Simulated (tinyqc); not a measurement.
Worked calculation: surface photovoltage measurement of the minority-carrier diffusion length in a wafer. Computed by tinyqc, a small Python program that keeps every step. Command: `OMP_NUM_THREADS=1 python tinyqc.py 3130429 3130430 out.jsonl spv walk`. One thread of a shared host (Intel(R) Xeon(R) Processor @ 2.30GHz), about 0.01 s of CPU time with the checks. Intermediate numbers are printed to about 5 digits and carried at full precision; extremes and crossings named in words are read from the listed rows.

Low injection, steady light, a depletion layer much thinner than 1/alpha and L. The excess density dn is taken at the front edge of the neutral region; light that reaches the back is lost.

Inputs (values chosen for the exercise, modelled on p-type silicon at room temperature):

| quantity | value | unit |
|---|---|---|
| diffusion length L | 320 | micrometre |
| wafer thickness W | 775 | micrometre |
| diffusivity D | 25 | cm^2/s |
| front recombination velocity S_f | 9300 | cm/s |
| back recombination velocity S_b | 110 | cm/s |
| photon flux entering | 8.4e+12 | 1/(cm^2 s) |
| minority density at the surface barrier scale n_0 | 1e+08 | 1/cm^3 |
| temperature T | 298 | K |
| wavelength | 931 | nm |
| relative noise of each reading | 1 | % |
| diffusion length after pair splitting over L | 0.77 | - |
| iron factor C | 1.06e+16 | micrometre^2/cm^3 |

Constants: k_B = 8.617333262e-05 eV/K.

## One wavelength

alpha = (84.732/lambda - 76.417)^2 per cm with lambda in micrometre (an empirical fit for silicon between 0.7 and 1.05 micrometre). Thick wafer: dn = Phi L/((S_f + D/L)(L + 1/alpha)). Finite wafer, with s = S_b L/D, w = W/L, a = alpha L: dn = [Phi a/(a^2 - 1)] [a - B - exp(-alpha W)(a - s)/(cosh w + s sinh w)]/(S_f + B D/L), B = (sinh w + s cosh w)/(cosh w + s sinh w). Photovoltage V = (k_B T/e) ln(1 + dn/n_0). Lifetime = L^2/D.

alpha = 213.01 1/cm

penetration depth 1/alpha = 46.946 micrometre

dn, thick wafer = 7.2663e+08 1/cm^3

B = 0.98820

dn, finite wafer = 7.2877e+08 1/cm^3

photovoltage V = 54.307 mV

lifetime = 40.96 microsecond

Caution: dn is not small against n_0, so V is not linear in the flux; the constant-flux reading then needs dn, not V.

## The linear plot

normal deviates g for the noise: -1.11  0.76  -0.60  2.05  0.14  1.32  0.83

Readings y = (Phi/dn) (1 + noise x g) at 780, 830, 880, 920, 950, 975 and 995 nm; a least-squares line y = c (1/alpha + L_app) gives L_app = intercept/slope.

Readings:

| lambda (nm) | 1/alpha (micrometre) | y (cm/s) | line (cm/s) |
|---|---|---|---|
| 780 | 9.64 | 10256 | 10379 |
| 830 | 15.18 | 10624 | 10556 |
| 880 | 25.33 | 10793 | 10881 |
| 920 | 40.66 | 11565 | 11373 |
| 950 | 61.28 | 11984 | 12033 |
| 975 | 90.92 | 13044 | 12983 |
| 995 | 130.89 | 14203 | 14264 |

slope = 32.041 cm/(s micrometre)

apparent length L_app = 314.28 micrometre

error of L_app (rounded to 0.001) = -1.786 %

Without noise the error would be +2.8 %, from the finite thickness at W/L = 2.4. S_f scales all readings alike and leaves L_app unchanged.

## Where the wafer is too thin

No noise; L is varied at fixed W, and the last two columns set S_b to 0 and to 1e7 cm/s.

Apparent length (micrometre):

| L | W/L | given S_b | S_b = 0 | S_b = 1e7 |
|---|---|---|---|---|
| 38.8 | 19.974 | 38.8 | 3.8800e+01 | 38.80 |
| 77.5 | 10.000 | 77.5 | 7.7500e+01 | 77.50 |
| 155.0 | 5.000 | 155.1 | 1.5510e+02 | 154.89 |
| 232.0 | 3.341 | 233.6 | 2.3397e+02 | 229.92 |
| 388.0 | 1.997 | 408.5 | 4.1745e+02 | 359.55 |
| 620.0 | 1.250 | 712.9 | 7.9448e+02 | 479.05 |
| 1010.0 | 0.767 | 1237.1 | 1.7559e+03 | 564.62 |
| 1630.0 | 0.475 | 1847.7 | 4.0637e+03 | 607.41 |
| 3100.0 | 0.250 | 2439.4 | 1.1965e+04 | 629.44 |

With a fast back surface L_app levels off, at 629 micrometre in the last row; with a passive one it reaches up to 3.86 times L among these rows and is 12000 in the last. All three columns are within 5 % of L down to W/L = 3.3.

## Iron from two lengths

Splitting iron-boron pairs in boron-doped silicon shortens L; with nothing else changing, [Fe] = C (1/L_after^2 - 1/L^2). It is evaluated with the true lengths and with the apparent ones (without noise), which differ when the wafer is not thick against L.

L_after = 246.4 micrometre

[Fe] from the true lengths = 7.1076e+10 1/cm^3

[Fe] from the apparent lengths = 7.3433e+10 1/cm^3

bias, apparent over true less 1 (rounded to 0.001) = 3.315 %

Checks made by the program: dn against a finite-difference solution (relative difference 2e-06).
